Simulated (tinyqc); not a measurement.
Classical Heisenberg spin chain: exact results, Metropolis, heat-bath and over-relaxation steps, and a Monte Carlo run: one step, computed by the program tinyqc.

E = -J sum_i s_i . s_(i+1) for unit vectors s_i on an open chain; K = J/(k_B T).

Problem. Finite chain. For N spins, <|sum s|^2>/N = (1 + u)/(1 - u) - 2 u (1 - u^N)/(N (1 - u)^2); the long chain has (1 + u)/(1 - u), chi over the Curie value, and the difference is relative to it.

Inputs (values chosen for the exercise, for a model chain of large moments): temperature T = 33.3 K; length N of the open chain = 24.

u = -0.7093500

chi over the Curie value = 0.1700354

Give: <|sum s|^2>/N; difference from the long chain.

Solution.

<|sum s|^2>/N = 0.1903

difference from the long chain = 11.89 %
